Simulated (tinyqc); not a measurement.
# A spin-degenerate level with charging energy between two leads, rate equations: two studies

States 0, up, down and 2 with energies 0, e1 - Ez/2, e1 + Ez/2 and 2 e1 + U. mu_L = +V/2, mu_R = -V/2 (meV), f(x) = 1/(1 + exp(x/kB T)). A transition that adds one electron of given spin at the energy E has the rate G f(E - mu) from each lead, and its reverse G [1 - f(E - mu)]. I counts electrons leaving the left lead, times q.

Values chosen for this exercise: charging energy of the second electron U = 2.9 meV; level e1 = 0.56 meV; tunnel rate to the left lead GL = 1 1/ns; tunnel rate to the right lead GR = 0.18 1/ns; temperature T = 3.2 K; Zeeman splitting Ez = 0 meV.

Constants: q = 1.602176634e-19 C, kB = 1.380649e-23 J/K, Vt = kB T/q. Results are converted to the units shown.

Each table varies one quantity; the others keep the values above.

## Current against bias

Transition energies: 0-up e1 - Ez/2, 0-down e1 + Ez/2, up-2 e1 + U + Ez/2, down-2 e1 + U - Ez/2. dp/dt = W p; W_ji is the rate from state i to j, and each column sums to zero. Steady state: W p = 0 with sum p = 1. I = q GL sum over transitions i-j of [fL p_i - (1 - fL) p_j].

Current against bias:
```
V (mV)  I (pA)  I (GL + GR)/(q GL GR)  mean number     p(2)
0.29     4.603                 0.1883       0.2832  7.67e-7
1.11     16.43                 0.6724       0.5941  6.72e-6
1.94     23.45                 0.9597       0.8179  4.15e-5
2.76     25.73                  1.053       0.8930  2.00e-4
3.58     26.32                  1.077       0.9127  9.04e-4
4.4      26.54                  1.086       0.9205  4.00e-3
5.23     27.00                  1.105       0.9363   0.0177
6.05     28.71                  1.175       0.9955   0.0722
6.87     33.88                  1.386        1.175    0.238
7.7      41.93                  1.716        1.454    0.496
8.52     46.81                  1.915        1.623    0.652
9.34     48.38                  1.979        1.677    0.702
10.16    48.76                  1.995        1.691    0.714
```

What does the comparison show?

The scaled current rises from 0.188 to 2.00. A transition enters the bias window when V = 2 |E|: at 1.12, 6.92 mV, each step a few kB T = 0.276 meV wide. With all four transitions inside, the scaled current tends to 2 and the mean number to 2 GL/(GL + GR) = 1.69; the last row has 2.00 and 1.69.

## Effect of unequal tunnel rates

Same model as above.

Here e1 = 0.725 meV, Ez = 0 and V = +/- 4.35 mV, so that only the 0-1 transitions lie in the window.

Effect of unequal tunnel rates:
```
GR (1/ns)  I at +V (pA)  I at -V (pA)  |I(+V)/I(-V)|  (GL + 2 GR)/(2 GL + GR)
0.058             9.029        -16.58         0.5447                   0.5423
0.13              19.55        -32.92         0.5938                   0.5915
0.28              39.33        -57.32         0.6861                   0.6842
0.63              76.66        -89.12         0.8602                   0.8593
1.4               131.7        -117.9          1.117                    1.118
3.1               194.2        -137.9          1.408                    1.412
6.8               246.6        -149.2          1.653                    1.659
15                281.4        -155.0          1.815                    1.824
```

What does the table show?

The ratio of the two currents rises from 0.545 to 1.82 and differs from the last column by at most 0.45 %. An empty dot can be filled with either spin but a filled one empties in one way, so I = 2 q G_in G_out/(2 G_in + G_out): the current is larger when the slower junction is the entrance.

Range of the model: Rate equations need hbar G well below kB T; cotunnelling and the Kondo effect are left out.

tinyqc, about 0.01 s, one thread, Intel Xeon 2.30GHz (shared host): `OMP_NUM_THREADS=1 python tinyqc.py 2780003 2780004 out.jsonl`
